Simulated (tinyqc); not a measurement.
Order-disorder in a binary alloy on two sublattices: Bragg-Williams and pair (quasi-chemical) approximations: one step, computed by the program tinyqc. Command: `OMP_NUM_THREADS=1 python tinyqc.py 3013986 3013987 out.jsonl order walk`. One thread of a shared host (Intel(R) Xeon(R) Processor @ 2.30GHz), about 0.01 s of CPU time with the checks.

All z = 6 neighbours of a site lie on the other sublattice. B fills the sublattices with x + eta/2 and x - eta/2; energies are per site, from the pure components: u = -z w y with y the probability of an A-B bond taken in one order.

Problem. Energy, entropy and site fractions. a = x + eta/2, b = x - eta/2; u = -z w [x (1 - x) + eta^2/4]; s/k_B = [s2(a) + s2(b)]/2, s2(c) = -c ln c - (1 - c) ln(1 - c); gain on ordering = f(eta) - f(0), f = u - T s. Superlattice over fundamental intensity = [eta (f_B - f_A)/2]^2/[(1 - x) f_A + x f_B]^2.

Inputs (values chosen for the exercise, for a model alloy): ordering energy w = (e_AA + e_BB)/2 - e_AB = 16.3 meV; fraction x of B = 0.45; temperature T = 391 K.

Lattice: simple cubic (z = 6).

scattering factors f_A, f_B (electrons): 15  41

order parameter eta = 0.7958599

Constants: k_B = 8.617333262e-05 eV/K.

Give: B fraction on its own sublattice; B fraction on the A sublattice; energy u; entropy s; gain on ordering; intensity ratio.

Solution.

B fraction on its own sublattice = 0.8479

B fraction on the A sublattice = 0.05207

energy u = -39.69 meV/site

entropy s = 0.3154 k_B/site

gain on ordering = -2.928 meV/site

intensity ratio = 0.1502

A on the B sublattice: 0.1521, of which 0.1000 is forced by composition. Caution: T is near or above the T_c of the better pair approximation, so the true long-range order is lower than Bragg-Williams gives.
